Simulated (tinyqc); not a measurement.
# Reverse leakage of an n+-p junction: diffusion, generation, trap-assisted and band-to-band tunnelling: leakage components against the reverse bias

One-sided abrupt junction in the depletion approximation, x from the junction (0) to W on the p side, field F = F0 (1 - x/W). Flat quasi-Fermi levels, long p side. Traps generate through SRH with both lifetimes shortened by 1 + Gamma (Hurkx enhancement, form for moderate fields); band-to-band generation is local and needs a total bending above Eg.

ni = sqrt(Nc Nv) exp(-Eg/(2 Vt)), Eg in volts; Vbi = Vt ln(Na Nd/ni^2); W = sqrt(2 eps0 eps_r (Vbi + VR)/(q Na)); F0 = 2 (Vbi + VR)/W; FG = sqrt(24 mt m0 (kB T)^3)/(q hbar); J_diff = q ni^2 sqrt(Dn/tau)(1 - exp(-VR/Vt))/Na. u = (Vbi + VR)(1 - x/W)^2, p = Na exp(-u/Vt), n = Nd exp((u - Vbi - VR)/Vt); G0 = ni^2 (1 - exp(-VR/Vt))/(tau (n + p + 2 ni cosh(Et/Vt))); Gamma = 2 sqrt(3 pi)(F/FG) exp((F/FG)^2); trap-assisted part G0 Gamma; G_bb = Ab F^2.5 exp(-Bb/F) with F in V/cm, zero unless Vbi + VR > Eg. Currents are q times the integrals over 0 to W; J_bb under 1e-8 of J is printed as 0; rows with F0/FG above 2.2, beyond the range of this Gamma, are left out.

Parameters, values chosen for the exercise; band and dielectric values close to those of silicon:
- T = 400 K (temperature)
- Eg = 1.14 eV (band gap)
- eps_r = 11.7 (relative permittivity)
- Nc = 4.31e19 cm^-3 (conduction-band density of states at T)
- Nv = 4.02e19 cm^-3 (valence-band density of states at T)
- Na = 1.1e16 cm^-3 (acceptor density of the lighter side)
- Nd = 1e20 cm^-3 (donor density of the heavier side)
- tau = 2e-6 s (SRH lifetime of both carriers at zero field)
- Et = -0.01 eV (trap level above the intrinsic level)
- mt = 0.24 m0 (tunnelling mass)
- Dn = 26 cm^2/s (electron diffusion coefficient on the lighter side)
- Ab = 5.5e14 cm^-0.5 V^-2.5 s^-1 (band-to-band prefactor)
- Bb = 1.93e7 V/cm (band-to-band field constant)

Constants: q = 1.602176634e-19 C, kB = 1.380649e-23 J/K, hbar = 1.054571817e-34 J s, m0 = 9.1093837015e-31 kg, Vt = kB T/q, eps0 = 8.8541878128e-14 F/cm where lengths are in cm. Results are converted to the units shown.

The same in every row: J_bb (A/cm^2) = 0.

Result of one run:
```
VR (V)  F0 (kV/cm)  F0/FG  J_diff (A/cm^2)  J_SRH (A/cm^2)  J_TAT (A/cm^2)  J (A/cm^2)    largest part
0.5           68.7  0.123          3.94e-7         1.42e-6         6.43e-7     2.46e-6  SRH generation
```

What becomes of these results when the reverse bias VR is changed from 0.5 to 0.8 V, all else the same?

Result of the changed run:
```
VR (V)  F0 (kV/cm)  F0/FG  J_diff (A/cm^2)  J_SRH (A/cm^2)  J_TAT (A/cm^2)  J (A/cm^2)    largest part
0.8           75.7  0.136          3.94e-7         1.98e-6         9.96e-7     3.36e-6  SRH generation
```

The whole series:
```
VR (V)  F0 (kV/cm)  F0/FG  J_diff (A/cm^2)  J_SRH (A/cm^2)  J_TAT (A/cm^2)  J (A/cm^2)    largest part
0.2           60.8  0.109          3.93e-7         7.46e-7         2.92e-7     1.43e-6  SRH generation
0.5           68.7  0.123          3.94e-7         1.42e-6         6.43e-7     2.46e-6  SRH generation
0.8           75.7  0.136          3.94e-7         1.98e-6         9.96e-7     3.36e-6  SRH generation
1.1           82.2  0.148          3.94e-7         2.46e-6         1.35e-6     4.20e-6  SRH generation
1.4           88.2  0.159          3.94e-7         2.89e-6         1.70e-6     4.99e-6  SRH generation
1.7           93.8  0.169          3.94e-7         3.29e-6         2.06e-6     5.74e-6  SRH generation
2             99.1  0.178          3.94e-7         3.66e-6         2.42e-6     6.47e-6  SRH generation
2.3            104  0.187          3.94e-7         4.00e-6         2.77e-6     7.17e-6  SRH generation
2.6            109  0.196          3.94e-7         4.33e-6         3.13e-6     7.86e-6  SRH generation
```

J rises from 1.43e-6 to 7.86e-6 A/cm^2. SRH generation leads at VR = 0.2 and in all other rows. The ratio J_TAT/J_SRH goes from 0.391 to 0.724 as F0/FG goes from 0.109 to 0.196.

Range of the model: The n+ side is degenerate, so Vbi from Boltzmann statistics is only a guide.

Program tinyqc, `OMP_NUM_THREADS=1 python tinyqc.py 2290028 2290029 out.jsonl`; Intel Xeon 2.30GHz, shared host, one thread, about 0.01 s.
